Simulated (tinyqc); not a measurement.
Inside a calculation. Model: MOS capacitor on a p-type substrate, surface potential from the exact charge relation.

Computed by the program tinyqc: `OMP_NUM_THREADS=1 python tinyqc.py 2060093 2060094 out.jsonl`, one thread of a shared Intel Xeon 2.30GHz, about 0.01 s for the whole run. Printed values are rounded.

Uniform p-type substrate, Boltzmann statistics, full ionisation, classical densities. psi is the surface potential against the body (positive when the bands bend down) and u = psi/Vt. Traps are spread evenly over the gap and neutral at flat band, so their charge is -q Dit psi; the minority quasi-Fermi level is shifted by Vb.

Parameters, values chosen for the exercise; band and dielectric values close to those of silicon:
- T = 273 K (temperature)
- Eg = 1.12 eV (band gap)
- eps_r = 11.8 (relative permittivity)
- Nc = 2.39e19 cm^-3 (conduction-band density of states at T)
- Nv = 2.32e19 cm^-3 (valence-band density of states at T)
- chi = 4 eV (electron affinity)
- N = 1.9e15 cm^-3 (acceptor density of the substrate)
- eox = 3.9 (relative permittivity of the gate insulator (close to silicon dioxide))
- tox = 28 nm (insulator thickness)
- phiM = 4.88 eV (gate work function)
- Nf = 0 cm^-2 (fixed charge at the interface, in units of q)
- Dit = 0 cm^-2 eV^-1 (density of interface traps)
- Vb = 0 V (reverse bias of the inversion layer against the body)
- Vg = 0.52 V (gate voltage against the body)

Constants: q = 1.602176634e-19 C, kB = 1.380649e-23 J/K, Vt = kB T/q, eps0 = 8.8541878128e-14 F/cm where lengths are in cm. Results are converted to the units shown.

## Flat band, threshold and scales

ni = sqrt(Nc Nv) exp(-Eg/(2 Vt)), Eg in volts; phiF = Vt ln(N/ni); Cox = eps0 eox/tox; Vfb = phiM - chi - (Eg - Vt ln(Nv/N)) - q Nf/Cox; Q0 = sqrt(2 eps0 eps_r q N Vt); r = (ni/N)^2 exp(-Vb/Vt); VT = Vfb + [(2 phiF + Vb)(1 + q Dit/Cox) + sqrt(2 eps0 eps_r q N (2 phiF + Vb))/Cox].

ni = 1.08128e9 cm^-3
phiF = 0.338276 V
Cox = 0.123326 uF/cm^2
Vfb = -0.0186255 V
Q0 = 3.86839 nC/cm^2
r = 3.23866e-13
VT = 0.826138 V

## Starting value

psi = Vg - Vfb, limited to the range from -4 Vt to +(2 phiF + Vb + 4 Vt).

psi at the start = 0.538625 V

## Iteration 1: Newton step for the surface potential

u = psi/Vt; F^2 = exp(-u) + u - 1 + r (exp(u) - u - 1); Qs = -sign(u) Q0 F; Cs = -dQs/dpsi = (Q0/Vt) |1 - exp(-u) + r (exp(u) - 1)|/(2 F). f = Vfb + psi + (q Dit psi - Qs)/Cox - Vg, f' = 1 + (Cs + q Dit)/Cox, psi(new) = psi - f/f'.

u = 22.8956
F = 4.67957
Qs = -18.1024 nC/cm^2
Cs = 0.0176194 uF/cm^2
f = 0.146785 V
f' = 1.14287
psi after iteration 1 = 0.410190 V

## Iteration 2: Newton step for the surface potential

As before.

u = 17.4361
F = 4.05415
Qs = -15.6830 nC/cm^2
Cs = 0.0202801 uF/cm^2
f = -0.00126843 V
f' = 1.16444
psi after iteration 2 = 0.411279 V

## Course of the Newton iteration

Stop when the step is below 1e-10 V, or after 60 iterations.

Course of the iteration:

| iteration | psi before the step (V) | f (V) | step (V) |
|---|---|---|---|
| 1 | 0.538625 | 0.147 | -0.128 |
| 2 | 0.410190 | -1.27e-3 | 1.09e-3 |
| 3 | 0.411279 | -1.26e-7 | 1.08e-7 |
| 4 | 0.411279 | < 1e-13 | < 1e-13 |

Converged in 4 iterations.

## Charges, field and capacitances at the solution

converged psi = 0.411279 V

u = psi/Vt; F^2 = exp(-u) + u - 1 + r (exp(u) - u - 1); Qs = -sign(u) Q0 F; Cs = -dQs/dpsi = (Q0/Vt) |1 - exp(-u) + r (exp(u) - 1)|/(2 F). Low frequency: 1/C_LF = 1/Cox + 1/(Cs + q Dit). High frequency, in the simple estimate in which traps and minority carriers do not follow: 1/C_HF = 1/Cox + 1/Cd, Cd being Cs with r = 0 at the same psi. Minority sheet density N_inv = (Q0/(2 q)) int_0^u r (exp(t) - 1)/F(t) dt for u > 0. Oxide field |Qs - q Dit psi + q Nf|/(eps0 eox).

Qs = -15.7051 nC/cm^2
N_inv = 38952.2 cm^-2
oxide field = 0.0454807 MV/cm
Cs = 0.0202516 uF/cm^2
C_LF/Cox = 0.141050
C_HF/Cox = 0.141048

The surface is in weak inversion (borders at |psi| = 0, phiF + Vb and 2 phiF + Vb = 0.677 V).
